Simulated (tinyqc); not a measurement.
Kinetics of strain relaxation and threading dislocations in mismatched semiconductor layers: one step, computed by the program tinyqc. Command: `OMP_NUM_THREADS=1 python tinyqc.py 3013790 3013791 out.jsonl threading walk`. One thread of a shared host (Intel(R) Xeon(R) Processor @ 2.30GHz), about 0.01 s of CPU time with the checks.

60-degree dislocations on {111} planes of a (001) layer, isotropic elasticity. The Schmid factor is 1/sqrt(6), and a misfit segment relieves strain with b/2.

Task: Excess stress and glide velocity at the start. Excess resolved stress tau = (1/sqrt 6) [2 G (1 + nu)/(1 - nu)] (e - e_eq), e_eq = b (1 - nu/4) [ln(h/b) + 1]/(4 pi (1 + nu) h), the Matthews-Blakeslee strain of an uncapped layer; glide velocity v = v0 tau exp(-Q/(k_B T)), tau in MPa.

Inputs (values chosen for the exercise, modelled on Si(0.8)Ge(0.2) on Si):
```
quantity,value,unit
misfit f,0.00845,-
shear modulus G,65.4,GPa
Poisson ratio nu,0.27,-
Burgers vector b,3.88,angstrom
glide activation energy Q,2.18,eV
velocity prefactor v0,35000,m/s per MPa
layer thickness h,98,nm
anneal temperature T,936,K
```

Constants: k_B = 8.617333262e-05 eV/K.

Give: equilibrium strain e_eq; excess stress tau; mobility v/tau; initial velocity.

Result:

equilibrium strain e_eq = 0.0015110

excess stress tau = 644.63 MPa

mobility v/tau = 6.3992e-08 m/s per MPa

initial velocity = 41.251 micrometre/s
